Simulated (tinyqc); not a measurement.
From tau_eff back to surface recombination velocity S: photoconductance decay in a wafer: bulk and surface recombination modes, and iron detection by pair splitting. Computed by tinyqc, a small Python program. Command: `OMP_NUM_THREADS=1 python tinyqc.py 3110171 3110172 out.jsonl pcd inv`. One thread of a shared host (Intel(R) Xeon(R) Processor @ 2.30GHz), about 0.08 s of CPU time with the checks.

Both faces of the wafer have the same S; injection is low and all coefficients are constant. x runs from -W/2 to W/2.

Inputs (values chosen for the exercise, modelled on p-type silicon): thickness W = 150 micrometre; diffusivity D = 25.6 cm^2/s; bulk lifetime tau_b without iron = 2800 microsecond.

Method. Even modes cos(a x) obey b tan b = S W/(2 D) with b = a W/2, odd modes sin(a x) obey -b cot b = S W/(2 D); each decays at the rate 1/tau_b + D a^2. tau_eff is the decay time of the first mode. The surface time is 1/(D a^2) of that mode; shortcuts for it are W/(2 S), W^2/(pi^2 D) and their sum, whose error is sum/surface time - 1.

Question. A run gave the result below. Find the surface recombination velocity S, known to lie between 47000 and 100000 cm/s.

tau_eff = 0.9998508 microsecond

Answer.

Each step takes the trial c = (a f_b - b f_a)/(f_b - f_a), f being the result less the target and a, b, c the logarithms of the listed values; c replaces end b, the old b replaces a if the sign of f changed, and otherwise f_a is halved.

Scan of the range:

| surface recombination velocity S (cm/s) | tau_eff (microsecond) |
|---|---|
| 47000 | 1.02367 |
| 53300 | 1.00751 |
| 60500 | 0.99324 |
| 68600 | 0.98083 |
| 77700 | 0.97002 |
| 88200 | 0.96037 |
| 100000 | 0.95197 |

False position (Illinois rule, in the logarithm of the input) inside the bracket:

| step | end a | end b | trial | tau_eff (microsecond) |
|---|---|---|---|---|
| 1 | 53300.0 | 60500.0 | 57048.8 | 0.99962 |
| 2 | 53300.0 | 57048.8 | 56826.0 | 1.00006 |
| 3 | 57048.8 | 56826.0 | 56930.1 | 0.99985 |
| 4 | 56826.0 | 56930.1 | 56930.0 | 0.99985 |

tau_eff falls at every point of a 13-point scan of the range (every second point is shown), so one value fits; it is bracketed by 53300 and 60500. Answer: surface recombination velocity S = 56930 cm/s.
